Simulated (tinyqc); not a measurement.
## Punch-through p+-n junction, ionisation integral and breakdown: effect of the drift thickness

A p+ layer at x < 0 and an n drift layer from x = 0 to L on an n+ substrate. Depletion approximation, built-in voltage neglected. Local ionisation coefficients alpha_n = an exp(-(bn/E)^mx), alpha_p = ap exp(-(bp/E)^mx). Electrons move towards +x, holes towards x = 0.

W = sqrt(2 eps0 eps_r V/(q N)), peak field E0 = q N W/(eps0 eps_r), falling linearly to 0 at W; if W > L the layer is punched through: W = L, E0 = V/L + q N L/(2 eps0 eps_r), falling linearly to E1 = V/L - q N L/(2 eps0 eps_r). G(x) = integral from 0 to x of (alpha_n - alpha_p); I_n = integral of alpha_n exp(-G) (electrons injected at x = 0), I_p = integral of alpha_p exp(G(end) - G) (holes injected at the far edge); M = 1/(1 - I). Integrals on a fine grid; BV is where I_n = 1. Specific on-resistance Ron = L/(q mu N) with constant mobility and full ionisation. The value eps0 eps_r mu E0^3/4 holds for a triangular field; a layer that punches through can exceed it.

Inputs (values chosen for the exercise); material values close to those of silicon: relative permittivity eps_r = 11.8; prefactor of the electron ionisation coefficient an = 7.24e5 1/cm; field constant for electrons bn = 1.28e6 V/cm; prefactor of the hole ionisation coefficient ap = 1.49e6 1/cm; field constant for holes bp = 2.04e6 V/cm; exponent mx = 1; electron mobility of the drift layer mu = 1430 cm^2/(V s); donor density of the drift layer N = 2.7e15 cm^-3.

Constants: q = 1.602176634e-19 C, eps0 = 8.8541878128e-14 F/cm where lengths are in cm. Results are converted to the units shown.

Effect of the drift thickness:
```
L (um)  BV (V)  E0 at BV (kV/cm)  W at BV (um)  Ron (mohm cm^2)  BV^2/Ron (MW/cm^2)  eps0 eps_r mu E0^3/4 (MW/cm^2)
1.2       40.2               359          1.20            0.194                8.31                            17.3
1.6       50.1               347          1.60            0.259                9.72                            15.5
2.2       64.1               337          2.20            0.356                11.5                            14.3
2.9       78.8               332          2.90            0.469                13.3                            13.7
3.9       97.1               330          3.90            0.630                15.0                            13.4
5.2        115               329          5.20            0.841                15.8                            13.3
7          129               329          7.00             1.13                14.7                            13.3
9.5        131               329          7.96             1.54                11.2                            13.3
13         131               329          7.96             2.10                8.17                            13.3
```

Read the table: what changes, and by how much?

BV rises from 40.2 to 131 V and saturates once L exceeds the free depleted width of 7.96 um, while Ron keeps rising as L. BV^2/Ron goes from 8.31 through a maximum of 15.8 (at L = 5.2 um among the rows listed) to 8.17 MW/cm^2. The best row has L = 0.65 of that width: the last part of the triangle adds little voltage but its full share of resistance.

Computed by the program tinyqc: `OMP_NUM_THREADS=1 python tinyqc.py 2120127 2120128 out.jsonl`, one thread of a shared Intel Xeon 2.30GHz, about 0.09 s for the whole run.
